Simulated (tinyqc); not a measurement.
How thick the regions must be: ionisation potential and affinity of a slab from the planar-averaged potential.

A model of the planar-averaged electrostatic energy of an electron in a periodic cell of N1 periods of A (L1 = N1 n1 h) and N2 periods of vacuum (L2 = N2 n2 h), on z_j = j h: V(z) = f VA + (1 - f) VB + F t(z), VA = V1[0] + V1[1] cos(2 pi z/(n1 h)) + V1[2] cos(4 pi z/(n1 h)), VB the same with V2, n2 and z - L1. f = [tanh(z/w) - tanh((z - L1)/w) + tanh((z - L1 - L2)/w)]/2 + 1/2; t(z) = z - L1/2 in A and (L1/L2)(L1 + L2/2 - z) beyond, so that the cell is periodic.

Running mean over n points, periodic: for odd n the plain mean of the n points centred on j; for even n the n + 1 points with half weight at both ends. The macroscopic average applies the mean over n1 points and then over n2 points.

Inputs chosen for the exercise (gap near that of InAs; not measured data): h = 0.3 angstrom (grid step); n1 = 7 (grid points per period of A); n2 = 6 (grid points per period of the vacuum filter); V1 = (-7.71, 4.76, 0.28) eV (mean and two harmonics of the potential in A); V2 = (0, 0, 0) eV (the same in vacuum); w = 0.45 angstrom (width of the interfaces).

N1 = N2 = N, no slope (F = 0); dV is read at j = floor(N n1/2) and N n1 + floor(N n2/2). The exact value is V2[0] - V1[0].

Results:

| N | L1 (angstrom) | dV (eV) | error (meV) |
|---|---|---|---|
| 1 | 2.10 | 4.1609 | -3549.05 |
| 2 | 4.20 | 7.3278 | -382.19 |
| 3 | 6.30 | 7.7009 | -9.14 |
| 4 | 8.40 | 7.7098 | -0.15 |
| 5 | 10.50 | 7.7100 | 0.00 |
| 6 | 12.60 | 7.7100 | 0.00 |

The error is below 10 meV from N = 3 on. The two windows together span 3.90 angstrom and must fit between the interface tails, which fall as exp(-2 z/w); the errors at N = 2, 3 and 4 are -382.19, -9.14 and -0.15 meV.

(tinyqc, `OMP_NUM_THREADS=1 python tinyqc.py 1850779 1850780 out.jsonl`, Intel(R) Xeon(R) Processor @ 2.30GHz, 1 thread, shared host, about 0.01 s.)
